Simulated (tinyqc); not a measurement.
# Conversion gain and read noise from the photon-transfer curve

Inverse problem. Temporal variance = CG x mean output + vn^2 (dark signal removed), CG = q As/Cf. Find CG, vn, the read noise in electrons and Cf.

Parameters, values chosen for the exercise: source-follower gain As = 0.88.

Constants: q = 1.602176634e-19 C. Results are converted to the units shown.

temporal variance at mean outputs of 88 and 530 mV (mV^2): [9.553451964, 57.49057685]

Answer. Poisson statistics make the slope equal to CG; the intercept is vn^2.

CG = 108 uV/electron
vn = 97.0 uV
read noise = 0.894 electrons
Cf = 1.30 fF

Numbers from tinyqc (`OMP_NUM_THREADS=1 python tinyqc.py 2630132 2630133 out.jsonl`; about 0.01 s on one thread of a shared Intel Xeon 2.30GHz).
